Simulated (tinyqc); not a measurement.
Range and order of the fit: effective mass of the conduction band from tabulated energies.

c = hbar^2/2m0.
Constants: hbar^2/2m0 = 3.80998211 eV angstrom^2.

Energies along [100], from the band edge:
```
k (1/angstrom)    E (meV)
0.000000          0.00000
0.009700          5.43070
0.019400         21.51940
0.029100         47.69460
0.038800         83.11440
0.048500        126.79000
0.058200        177.69770
0.067900        234.86110
0.077600        297.39810
```

reference mass (curvature of the model at k = 0.0001 1/angstrom) = 0.065800 m0

Least-squares fits of E = a k^2 (+ b k^4 + d k^6) over points 1 to n, and the line y = c k^2/E against E; errors of m against the reference.

Results:
```
n  E at point n (meV)  one term (%)  two terms (%)  three terms (%)  line (%)  rms residual, one term (meV)
3                47.7          2.52           0.06             0.00      0.00                         0.183
4                83.1          4.22           0.20             0.01      0.00                         0.526
5               126.8          6.24           0.44             0.03      0.01                         1.150
6               177.7          8.56           0.82             0.08      0.01                         2.128
7               234.9         11.12           1.34             0.17      0.02                         3.517
8               297.4         13.90           2.01             0.31      0.04                         5.358
```

What does the comparison show?

The error of the parabola goes from +2.52 to +13.90 % as the range widens, and at n = 8 its residual, 5.36 meV, is only 1.8 % of the top energy: a small residual does not vouch for the mass. Over the full range (n = 8) the best form is the line (0.04 %); the line errs by 0.00 % at n = 3 and +0.04 % at n = 8. Without scatter, a narrower range or a second term is the cure: at n = 8 the errors are +13.90, +2.01 and +0.31 % for one, two and three terms. Three terms on three points interpolate exactly.

Computed by tinyqc, a small Python program: `OMP_NUM_THREADS=1 python tinyqc.py 1850002 1850003 out.jsonl` (the numbers bound the seed that draws the inputs); one thread of a shared host (Intel(R) Xeon(R) Processor @ 2.30GHz), about 0.01 s for the whole set of steps.
